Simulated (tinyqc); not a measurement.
Inside a calculation. Model: Schottky diode by the thermionic emission-diffusion theory.

Computed by the program tinyqc: `OMP_NUM_THREADS=1 python tinyqc.py 2640142 2640143 out.jsonl`, one thread of a shared Intel Xeon 2.30GHz, about 0.01 s for the whole run. Printed values are rounded.

Metal on an n-type semiconductor with one parabolic valley; V > 0 is forward bias (metal positive). The band bends as a parabola over the depletion layer, by Vd = Vbi - V; no image force. Carriers drift and diffuse up to the interface and leave it with the velocity vR.

Parameters, values chosen for the exercise; band and dielectric values close to those of gallium arsenide:

| symbol | value | unit | meaning |
|---|---|---|---|
| T | 300 | K | temperature |
| me | 0.0671 | m0 | electron mass |
| eps_r | 12.7 |  | relative permittivity |
| mun | 2400 | cm^2/(V s) | electron mobility |
| phi | 0.57 | eV | barrier height seen from the metal |
| Nd | 2.3e15 | cm^-3 | donor density |
| V | 0.047 | V | bias |

Constants: q = 1.602176634e-19 C, kB = 1.380649e-23 J/K, h = 6.62607015e-34 J s, m0 = 9.1093837015e-31 kg, Vt = kB T/q, eps0 = 8.8541878128e-14 F/cm where lengths are in cm. Results are converted to the units shown.

Range of the model: vD exceeds usual saturation velocities: the low-field mobility is used at the surface field. It matters little where vD is far above vR.

## Emission velocity

A* = 4 pi q me m0 kB^2/h^3 (times 1e-4 for A/(cm^2 K^2)); Nc = 2 (2 pi me m0 kB T/h^2)^1.5 (times 1e-6 for cm^-3); Vbi = phi - Vt ln(Nc/Nd); vR = A* T^2/(q Nc).

A* = 8.063624 A/(cm^2 K^2)
Nc = 4.361700e17 cm^-3
Vbi = 0.4344031 V
vR = 1.038500e7 cm/s

vR equals sqrt(kB T/(2 pi me m0)).

## Diffusion velocity

LD = sqrt(eps0 eps_r Vt/(q Nd)), a = sqrt((Vbi - V)/Vt), D(a) = exp(-a^2) int_0^a exp(s^2) ds (Dawson), vD = mun Vt/(sqrt(2) LD D(a)). For large a, vD tends to mun times the surface field sqrt(2 q Nd (Vbi - V)/(eps0 eps_r)).

LD = 88.81865 nm
a = 3.871101
D(a) = 0.1340008
vD = 3.686200e7 cm/s
mun times the surface field = 3.824289e7 cm/s

vD is 3.6 % below the large-a form.

## Current density

J = q Nc [vR vD/(vR + vD)] exp(-phi/Vt) [exp(V/Vt) - 1]. The quasi-Fermi level drops by Vt ln[(vR + vD)/(vD + vR exp(-V/Vt))] over the layer.

effective velocity = 8.102354e6 cm/s
J = 7.763009e-4 A/cm^2
J over the pure emission value = 0.7801977
drop of the quasi-Fermi level over the layer = 5.260536 meV

Emission and diffusion both limit the current.
